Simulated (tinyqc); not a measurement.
X-ray photoelectron analysis of a thin oxide on a semiconductor: attenuation lengths, thickness, angle series and band offsets: one step, computed by the program tinyqc. Command: `OMP_NUM_THREADS=1 python tinyqc.py 3112047 3112048 out.jsonl xps walk`. One thread of a shared host (Intel(R) Xeon(R) Processor @ 2.30GHz), about 0.01 s of CPU time with the checks.

The same element is seen in the oxide and in the substrate, at nearly the same kinetic energy; films are flat and uniform, and the work function is ignored.

Question. Band offsets by core levels. Valence band offset = (E_core - E_v)(substrate) - (E_core - E_v)(oxide) + (core level separation at the interface, oxide less substrate). The separation is made here from the given offset; a uniform field F that raises the binding energy towards the surface shifts the oxide peak by e F <z>, <z> = d/(1 - exp(-x)) - d/x, x = d/(L_o cos theta), being the mean distance from the interface. Conduction band offset = oxide gap - substrate gap - valence band offset.

Inputs (values chosen for the exercise, modelled on SiO2 on silicon):
```
quantity                                       value   unit
oxide gap                                       9.04     eV
substrate gap                                   1.12     eV
oxide thickness d                                3.3     nm
valence band offset used to make the data        4.6     eV
core level less valence band top, substrate    98.81     eV
core level less valence band top, thick oxide  98.54     eV
field in the oxide                              0.66  MV/cm
```

d/(L_o cos theta) = 1.173142

Give: separation without field; <z>; separation with field; apparent valence band offset; true conduction band offset; apparent conduction band offset.

Answer.

separation without field = 4.33 eV

<z> = 1.965 nm

separation with field = 4.460 eV

apparent valence band offset = 4.730 eV

true conduction band offset = 3.32 eV

apparent conduction band offset = 3.190 eV

The field biases both offsets by 0.13 eV, in opposite directions.
